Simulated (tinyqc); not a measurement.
# Surface potential of a MOS transistor: implicit equation and explicit approximations: effect of the acceptor density at fixed gate voltage

p-type body, charge-sheet picture, depletion and inversion only, full ionisation (an idealisation for deep acceptors), Boltzmann statistics (rough once Na exp(x - xn) passes about Nc/7). In units of Vt: xg = (Vg - Vfb)/Vt, x = psi/Vt, G = gamma/sqrt(Vt), xn = (2 phiF + Vc)/Vt. The implicit equation is (xg - x)^2 = G^2 [x - 1 + exp(x - xn)] for x above about 3. Cox = eps0 eox/tox.

ni = sqrt(Nc Nv) exp(-Eg/(2 Vt)), Eg in volts; phiF = Vt ln(Na/ni); gamma = sqrt(2 q eps0 eps_r Na)/Cox; VT = Vfb + Vt (xn + G sqrt(xn - 1)). Depletion value a = 1 + [sqrt(G^2/4 + xg - 1) - G/2]^2; inversion value b = xn + ln[(xg - xn)^2/G^2 - xn + 1] and first guess y = min(a, b) - ln(1 + exp(-|a - b|)) if a > xn + 1, else b = y = a; one second-order correction with D = exp(y - xn), p = 2 (xg - y) + G^2 (1 + D), w = (xg - y)^2 - G^2 (y - 1 + D): z = y + 2 w/(p + sqrt(p^2 - 2 (2 - G^2 D) w)), or the Newton step z = y + w/p where the root is not real. N_inv = (Cox Vt G/q) [sqrt(x - 1 + exp(x - xn)) - sqrt(x - 1)] at the root. Lambert form (Cox m Vt/q) W0[(G/(2 m sqrt(xn - 1))) exp((Vg - VT)/(m Vt))], m = 1 + G/(2 sqrt(xn - 1)). Errors under 1e-4 mV, and the linear form below VT, are printed as 0. Vfb is held fixed.

Inputs (values chosen for the exercise); band and dielectric values close to those of 4H silicon carbide: temperature T = 350 K; band gap Eg = 3.23 eV; relative permittivity eps_r = 9.74; conduction-band density of states at T Nc = 2.18e19 cm^-3; valence-band density of states at T Nv = 3.2e19 cm^-3; relative permittivity of the gate insulator (close to silicon dioxide) eox = 3.9; insulator thickness tox = 6.8 nm; flat-band voltage Vfb = -0.31 V; channel-body voltage Vc = 0.2 V; gate-body voltage Vg = 3.61 V.

Constants: q = 1.602176634e-19 C, kB = 1.380649e-23 J/K, Vt = kB T/q, eps0 = 8.8541878128e-14 F/cm where lengths are in cm. Results are converted to the units shown.

Result of one run:
```
Na (cm^-3)  psi (V)  x - xn  error of y (mV)  error of z (mV)  N_inv (cm^-2)  Cox (Vg - VT)/q (cm^-2)  Lambert form (cm^-2)
3.3e17        2.911  -8.452          9.59e-4                0        3.574e6                        0               3.338e6
```

What becomes of these results when the acceptor density Na is changed from 3.3e17 to 6.7e15 cm^-3, all else the same?

Result of the changed run:
```
Na (cm^-3)  psi (V)  x - xn  error of y (mV)  error of z (mV)  N_inv (cm^-2)  Cox (Vg - VT)/q (cm^-2)  Lambert form (cm^-2)
6.7e15        3.167   7.830             17.0            -1.74       1.912e12                 2.679e12              2.018e12
```

The whole series:
```
Na (cm^-3)  psi (V)  x - xn  error of y (mV)  error of z (mV)  N_inv (cm^-2)  Cox (Vg - VT)/q (cm^-2)  Lambert form (cm^-2)
6.7e15        3.167   7.830             17.0            -1.74       1.912e12                 2.679e12              2.018e12
1.5e16        3.188   6.910             16.4            -1.48       1.607e12                 2.292e12              1.681e12
3.2e16        3.205   5.964             16.6            -1.51       1.221e12                 1.821e12              1.266e12
7e16          3.215   4.737             19.3            -2.79       6.854e11                 1.173e12              7.050e11
1.5e17        3.181   2.093             10.2           -0.114       8.590e10                 3.087e11              8.723e10
3.3e17        2.911  -8.452          9.59e-4                0        3.574e6                        0               3.338e6
7.3e17        2.523  -22.88                0                0          3.094                        0                 2.075
```

As Na goes from 6.7e15 to 7.3e17, psi goes from 3.17 through a maximum of 3.21 (at Na = 7e16 among the rows listed) to 2.52 V, x - xn falls from 7.83 to -22.9 and N_inv falls from 1.91e12 to 3.09 cm^-2. The Lambert form lies between 0.671 and 1.06 times N_inv. For Na = 6.7e15, 1.5e16, 3.2e16, 7e16 the electron quasi-Fermi level lies less than 2 Vt below the band edge at the surface, or above it, where degeneracy and confinement, left out, matter.

Program tinyqc, `OMP_NUM_THREADS=1 python tinyqc.py 2122160 2122161 out.jsonl`; Intel Xeon 2.30GHz, shared host, one thread, about 0.01 s.
